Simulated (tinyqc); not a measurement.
Single-photon avalanche diode, trigger probability and counting: two steps of the calculation.

A multiplication layer of width W with the uniform field V/W; alpha = an exp(-bn/E) for electrons, beta = ap exp(-bp/E) for holes (local model, no dead space). a = alpha W, b = beta W. Electrons enter at x = 0, holes at x = W. P0 is the probability that an electron entering at 0 starts a lasting avalanche, PW the same for a hole entering at W.

Values chosen for this exercise; ionisation coefficients close to those of indium phosphide:
```
symbol,value,unit,meaning
an,1.1e7,1/cm,electron prefactor
bn,3.17,MV/cm,electron field
ap,4.91e6,1/cm,hole prefactor
bp,2.53,MV/cm,hole field
W,0.5,um,width of the multiplication layer
Vx,5.6,V,excess bias
```

Problem 1. Ionisation integrals at and above breakdown. Breakdown: ln(a/b) = a - b with a not equal to b. VB is given; V = VB + Vx.

breakdown voltage VB = 24.079287 V

Wanted: E at VB; a at VB; b at VB; E at V; a; b.

Solution 1.

E at VB = 0.4816 MV/cm
a at VB = 0.7615
b at VB = 1.284
E at V = 0.5936 MV/cm
a = 2.637
b = 3.459

At VB, ln(a/b) = -0.5223 equals a - b.

Problem 2. Trigger probability by substitution. PW = P0 exp(b - a)/(1 - P0 + P0 exp(b - a)); P0(new) = 1 - (1 - PW)^(a/b).

P0 after iteration 1 = 0.59528136
a = 2.6366085
b = 3.4592961

Find: PW; P0 after iteration 2.

Solution 2.

PW = 0.7700
P0 after iteration 2 = 0.6738

Computed by the program tinyqc: `OMP_NUM_THREADS=1 python tinyqc.py 2630143 2630144 out.jsonl`, one thread of a shared Intel Xeon 2.30GHz, about 0.01 s for the whole run.
